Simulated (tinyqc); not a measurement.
Trap density and cross-section from triangular pulses.

Question. In charge pumping, for a flat interface trap density D0 and a symmetric triangular wave, Qcp = -2 q A D0 Vt ln[vth s ni (dV/Va)/(2 f)], with s the geometric mean cross-section. Find D0, the frequency f0 where the line meets zero, and s.

Values chosen for this exercise:

| symbol | value | unit | meaning |
|---|---|---|---|
| T | 350 | K | temperature |
| A | 7 | um^2 | gate area |
| vth | 1.4e7 | cm/s | thermal velocity at 350 K, one nominal value for electrons and holes |
| dV | 0.62 | V | Vth - Vfb |
| Va | 1.9 | V | pulse height |

Constants: q = 1.602176634e-19 C, kB = 1.380649e-23 J/K, Vt = kB T/q. Results are converted to the units shown.

Qcp at f = 20000 and 5e5 Hz (fC): 0.25973918  0.44265989
ni = 3.4704813e11 cm^-3

Answer. Qcp is linear in ln f: the slope gives D0 and the zero gives s = 2 f0 Va/(vth ni dV).

D0 = 8.40e10 cm^-2 eV^-1
f0 = 207 Hz
s = 2.61e-16 cm^2

Computed by the program tinyqc: `OMP_NUM_THREADS=1 python tinyqc.py 2030024 2030025 out.jsonl`, one thread of a shared Intel Xeon 2.30GHz, about 0.01 s for the whole run.
